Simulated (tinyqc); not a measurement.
Temperature: carrier statistics of a doped semiconductor with parabolic bands.

Eg(T) = Eg0 - al T^2/(T + be); m_de = Mv^(2/3) (ml mt^2)^(1/3); m_dh = (mhh^(3/2) + mlh^(3/2))^(2/3); Nc and Nv from N = 2 (m kB T/(4 pi c))^(3/2) with c = hbar^2/2m0, in 1/angstrom^3; times 1e24 for 1/cm^3.

Energies are counted from Ev, so Ec = Eg. n = Nc F_1/2((EF - Eg)/kT), p = Nv F_1/2(-EF/kT), ND+ = ND/(1 + 2 exp((EF - Eg + ED)/kT)), NA- = NA/(1 + 4 exp((EA - EF)/kT)); neutrality asks p + ND+ = n + NA-. F_j(eta) = (1/Gamma(j + 1)) integral_0^infinity x^j dx/(1 + exp(x - eta)), which tends to exp(eta) for eta << 0.

Constants: hbar^2/2m0 = 3.80998211 eV angstrom^2; kB = 8.617333262e-05 eV/K.

Parameters, chosen for this exercise (near those of GaAs; not measured data):
- Eg0 = 1.523 eV (gap at 0 K)
- al = 0.00052 eV/K (Varshni alpha)
- be = 195 K (Varshni beta)
- ml = 0.0652 m0 (longitudinal electron mass)
- mt = 0.0652 m0 (transverse electron mass)
- Mv = 1 (equivalent valleys)
- mhh = 0.513 m0 (heavy-hole mass)
- mlh = 0.0854 m0 (light-hole mass)
- ND = 1.9e+12 1/cm^3 (donors)
- NA = 2.4e+14 1/cm^3 (acceptors)
- ED = 0.00599 eV (donor level below Ec)
- EA = 0.0271 eV (acceptor level above Ev)

Neutrality solved at each temperature; ni = sqrt(Nc Nv) exp(-Eg/2kT).

Carriers (1/cm^3):
```
T (K)  EF (eV)         n         p  majority / |ND - NA|        ni  Eg (eV)
30      0.0248    <1e-99  2.08e+13                0.0875    <1e-99   1.5209
50      0.0360    <1e-99  1.57e+14                 0.661  4.48e-60   1.5177
77      0.0573  3.49e-79  2.28e+14                 0.959  8.93e-33   1.5117
120     0.0958  1.21e-42  2.37e+14                 0.995  1.69e-14   1.4992
200     0.1727  4.56e-16  2.38e+14                 0.999     0.329   1.4703
300     0.2748    0.0174  2.38e+14                  1.00  2.04e+06   1.4285
450     0.4358  3.45e+07  2.38e+14                  1.00  9.06e+10   1.3597
600     0.6029  2.10e+12  2.40e+14                  1.01  2.25e+13   1.2875
800     0.6980  1.48e+15  1.72e+15                  7.21  1.59e+15   1.1885
1000    0.6797  2.22e+16  2.25e+16                  94.4  2.24e+16   1.0879
```

Ionisation is incomplete: the majority density is below 90 % of the net doping at 30 and 50 K, down to a share of 0.088. It is within 10 % of the net doping at 77, 120, 200, 300, 450 and 600 K. At 800 and 1000 K thermal pairs lift it more than 10 % above the net doping; ni has reached 2.24e+16 1/cm^3 at 1000 K against a net doping of 2.38e+14. EF goes from 0.025 eV to 0.680 eV, where midgap is 0.544 eV and the intrinsic level (Boltzmann) 0.680 eV.

Computed by tinyqc, a small Python program: `OMP_NUM_THREADS=1 python tinyqc.py 1682739 1682740 out.jsonl` (the numbers bound the seed that draws the inputs); one thread of a shared host (Intel(R) Xeon(R) Processor @ 2.30GHz), about 0.01 s for the whole set of steps.
